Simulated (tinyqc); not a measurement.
Free-carrier absorption and index change in the near infrared: free-carrier optics of a doped semiconductor (Drude model with one polar phonon).

eps(E) = ei [1 - Ep^2/(E^2 + i E Gam)] + (es - ei) wT^2/(wT^2 - E^2 - i E gT), with Ep^2 = 8 pi c (e^2/(4 pi eps0)) N/(m ei), c = hbar^2/2m0, N in 1/angstrom^3 (1e-24 per 1/cm^3); Gam = hbar/tau, tau = mu m m0/e with m0/e = 5.685630e-12 kg/C and mu in m^2/(V s). Energies in meV.

n + i k = sqrt(eps1 + i eps2) with k >= 0; R = ((n - 1)^2 + k^2)/((n + 1)^2 + k^2) at normal incidence from vacuum; alpha = 2 E k/(hbar c), times 1e8 for 1/cm; loss function Im(-1/eps) = eps2/(eps1^2 + eps2^2).

Constants: hbar^2/2m0 = 3.80998211 eV angstrom^2; e^2/(4 pi eps0) = 14.39964547 eV angstrom; hbar = 6.58211957e-16 eV s; hbar c = 1973.269805 eV angstrom.

Inputs chosen for the exercise (mass and dielectric values near those of GaAs; N and mu are free inputs; interband absorption and the rise of the mass with filling are left out; shifted at random, so the results belong to these values and not to a real crystal): N = 7.3e+17 1/cm^3 (carrier density); m = 0.0711 m0 (conductivity mass); mu = 1400 cm^2/(V s) (mobility); ei = 10.68 (high-frequency dielectric constant).

At the wavelengths listed E = hc/lambda (hc = 1239.841984 eV nm). Approximate forms: alpha = ei Ep^2 Gam/(E^2 sqrt(ei) hbar c) and dn = -sqrt(ei) Ep^2/(2 E^2). The phonon term is left out here.

Free carriers:
```
lambda (micrometre)  E (meV)  alpha (1/cm)  alpha, approximate        dn  dn, approximate
1.31                   946.4          2.85                2.85  -0.00242         -0.00242
1.55                   799.9          3.99                3.99  -0.00339         -0.00339
2.00                   619.9          6.65                6.64  -0.00564         -0.00564
3.00                   413.3          15.0                14.9   -0.0127          -0.0127
5.00                   248.0          41.9                41.5   -0.0353          -0.0352
8.00                   155.0           109                 106   -0.0909          -0.0902
10.60                  117.0           194                 187    -0.161           -0.158
```

What can be read from this table?

At 1.55 micrometre alpha = 3.99 1/cm and dn = -0.00339; a phase shift of pi needs a length lambda/(2 |dn|) = 229 micrometre, over which the loss is 0.40 dB. The approximate alpha is within 5 % up to 10.6 micrometre of the wavelengths listed; it needs photon energies well above both Ep and Gam, which lie at 34.1 and 106.6 micrometre. Interband and intervalley absorption are left out.

Run: tinyqc, `OMP_NUM_THREADS=1 python tinyqc.py 1651073 1651074 out.jsonl`; Intel(R) Xeon(R) Processor @ 2.30GHz, one thread, shared host; about 0.01 s of CPU time with all checks.
